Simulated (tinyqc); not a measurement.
Time-dependent dielectric breakdown: cell percolation, Weibull statistics, area scaling and voltage extrapolation: one step, computed by the program tinyqc. Command: `OMP_NUM_THREADS=1 python tinyqc.py 3003780 3003781 out.jsonl tddb walk`. One thread of a shared host (Intel(R) Xeon(R) Processor @ 2.30GHz), about 0.01 s of CPU time with the checks.

The oxide is divided into columns of area a^2, each holding m = t_ox/a cells (m is taken as continuous). A share lambda(t) = (t/t_1)^alpha of the cells is defective, and a column whose cells are all defective breaks down.

Question. Projection to use conditions. All three voltage laws share the slope n at the stress voltage. Factor t(V_u)/t(V): E law exp(n (1 - V_u/V)); 1/E law exp(n (V/V_u - 1)); power law (V/V_u)^n. Temperatures in kelvin are T(C) + 273.15. Temperature factor exp[(E_a/k_B)(1/T_u - 1/T)]; area factor (A/A_u)^(1/beta); percentile factor (-ln(1 - F))^(1/beta); life = t63 x all four; 1 year = 3.15576e7 s.

Inputs (values chosen for the exercise, for a model gate oxide):
```
quantity                                                  value  unit
test area A                                                 100  um^2
product area A_u                                         200000  um^2
stress voltage V                                           6.26     V
use voltage V_u                                             4.1     V
local exponent n = -d ln t/d ln V at the stress voltage      26     -
activation energy E_a                                      0.44    eV
stress temperature T                                        140     C
use temperature T_u                                         100     C
allowed failure fraction F                                 0.01     -
```

Voltage law used: 1/E.

Weibull slope beta = 1.390909

characteristic life t63 = 3250.910 s

Constants: k_B = 8.617333262e-05 eV/K.

Give: voltage factor; temperature factor; area factor; percentile factor; projected life.

Answer.

voltage factor = 8.887e+05

temperature factor = 3.761

area factor = 0.004234

percentile factor = 0.03662

projected life = 0.05338 years

Area and percentile together cost 3.8 decades, voltage and temperature return 6.5; a ten-year target is missed. Caution: t_1 is an input here; in a real oxide it changes with thickness at fixed voltage.
